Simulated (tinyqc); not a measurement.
# Free and trapped electrons in a MOS channel with a dense trap tail: what changes with what

p-type body, charge-sheet picture, full ionisation (an idealisation for deep acceptors), Boltzmann statistics for free electrons. e = Ec - EF at the surface. Acceptor-like traps of density D(E) = D0 + De exp(-E/Ew) at depth E below Ec, from 0 to Eu, hold n_t = integral of D(E)/(1 + exp((e - E)/Vt)). psi = Eg - Vt ln(Nv/Na) - e; N_dep = sqrt(2 eps0 eps_r Na (psi - Vt)/q); n_f = sqrt(N_dep^2 + 2 eps0 eps_r Vt Nc exp(-e/Vt)/q) - N_dep; Vg = Vfb + psi + q (N_dep + n_t + n_f)/Cox, Cox = eps0 eox/tox.

Values chosen for this exercise; band and dielectric values close to those of gallium nitride: temperature T = 475 K; band gap Eg = 3.34 eV; relative permittivity eps_r = 9.53; conduction-band density of states at T Nc = 4.6e18 cm^-3; valence-band density of states at T Nv = 9.18e19 cm^-3; relative permittivity of the insulator eox = 3.9; insulator thickness tox = 27 nm; acceptor density Na = 9.6e15 cm^-3; flat-band voltage without trapped charge Vfb = -2.2 V; constant background density of acceptor-like traps D0 = 5.4e10 cm^-2 eV^-1; density of the tail at the conduction edge De = 1.6e13 cm^-2 eV^-1; decay energy of the tail Ew = 0.14 eV; depth below Ec down to which the traps reach Eu = 0.97 eV; mobility of free electrons mf = 100 cm^2/(V s).

Constants: q = 1.602176634e-19 C, kB = 1.380649e-23 J/K, Vt = kB T/q, eps0 = 8.8541878128e-14 F/cm where lengths are in cm. Results are converted to the units shown.

Each table varies one quantity; the others keep the values above.

## Free and trapped charge against gate voltage

Free share n_f/(n_f + n_t); swing ln 10 n_f/(dn_f/dVg); field-effect mobility mf q (dn_f/dVg)/Cox, for a constant mf; oxide field q (N_dep + n_t + n_f)/(eps0 eox).

Result of one run:
columns A: Vg (V); B: e (eV); C: n_f (cm^-2); D: n_t (cm^-2); E: free share (%); F: swing (mV/decade); G: field-effect mobility (cm^2/(V s)); H: oxide field (MV/cm)
```
A         B         C         D      E      F      G       H
2.2  0.1808  2.226e10  7.410e11  2.917  763.6  8.410  0.5985
```

What becomes of these results when the gate voltage Vg is changed from 2.2 to 4.3 V, all else the same?

Result of the changed run:
columns A: Vg (V); B: e (eV); C: n_f (cm^-2); D: n_t (cm^-2); E: free share (%); F: swing (mV/decade); G: field-effect mobility (cm^2/(V s)); H: oxide field (MV/cm)
```
A          B         C         D      E     F      G      H
4.3  0.03172  5.575e11  1.749e12  24.17  2885  55.73  1.321
```

The whole series:
columns A: Vg (V); B: e (eV); C: n_f (cm^-2); D: n_t (cm^-2); E: free share (%); F: swing (mV/decade); G: field-effect mobility (cm^2/(V s)); H: oxide field (MV/cm)
```
A           B         C         D         E      F         G       H
0.8    0.6262   4.669e5  4.592e10  0.001017  139.2  9.678e-4  0.2450
1.5    0.3089   1.018e9  3.181e11    0.3190  357.3    0.8219  0.3867
2.2    0.1808  2.226e10  7.410e11     2.917  763.6     8.410  0.5985
2.9    0.1118  1.099e11  1.150e12     8.719   1339     23.66  0.8322
3.6   0.06618  2.887e11  1.490e12     16.24   2070     40.24   1.075
4.3   0.03172  5.575e11  1.749e12     24.17   2885     55.73   1.321
5    0.003714  9.080e11  1.932e12     31.97   3781     69.27   1.570
5.7  -0.01963  1.326e12  2.053e12     39.24   4803     79.61   1.821
6.4  -0.03921  1.791e12  2.128e12     45.70   5971     86.53   2.073
```

n_f reaches 1e11 cm^-2 at Vg = 2.85 V, against 1.44 V without traps. The free share rises from 0.00102 to 45.7 % and the field-effect mobility rises from 9.68e-4 to 86.5 cm^2/(V s), although mf = 100 is constant: in the last row 86.5 % of Cox dVg goes into free electrons. The swing in the first row is 139 mV a decade (Vt ln 10 = 94.3). For Vg = 3.6, 4.3, 5, 5.7, 6.4 EF lies less than 2 Vt below the band edge, or above it, where degeneracy and confinement, left out, matter.

## Effect of the density of the tail at the conduction edge

VT is the Vg for n_f = 1e11 cm^-2; swing ln 10 n_f/(dn_f/dVg) at n_f = 1e8 cm^-2; the last three columns are for Vg = VT + 2.2 V, with free share n_f/(n_f + n_t) and field-effect mobility mf q (dn_f/dVg)/Cox; there EF is near the band edge, where Boltzmann statistics are rough.

Effect of the density of the tail at the conduction edge:
columns A: De (cm^-2 eV^-1); B: e at VT (eV); C: VT (V); D: q n_t/Cox at VT (V); E: swing (mV/decade); F: n_f (cm^-2); G: free share (%); H: field-effect mobility (cm^2/(V s))
```
A          B      C       D      E         F       G      H
1e12  0.1160  1.583  0.1418  121.3  1.655e12   90.18  95.70
2e12  0.1160  1.668  0.2260  128.9  1.597e12   83.84  94.68
5e12  0.1160  1.920  0.4785  151.9  1.430e12   67.66  90.98
1e13  0.1160  2.341  0.8995  190.0  1.179e12   47.94  82.66
2e13  0.1160  3.183   1.741  266.4  8.040e11   25.50  61.26
4e13  0.1160  4.867   3.425  419.1  4.467e11   9.871  30.09
9e13  0.1160  9.076   7.634  800.9  2.310e11   2.919  9.834
2e14  0.1160  18.34   16.89   1641  1.522e11  0.9932  3.447
```

Read the table: what changes, and by how much?

As De goes from 1e12 to 2e14, VT rises from 1.58 to 18.3 V, its part due to traps rises from 0.142 to 16.9 V, the swing rises from 121 to 1640 mV/decade and the field-effect mobility falls from 95.7 to 3.45 cm^2/(V s).

Numbers from tinyqc (`OMP_NUM_THREADS=1 python tinyqc.py 2222248 2222249 out.jsonl`; about 0.02 s on one thread of a shared Intel Xeon 2.30GHz).
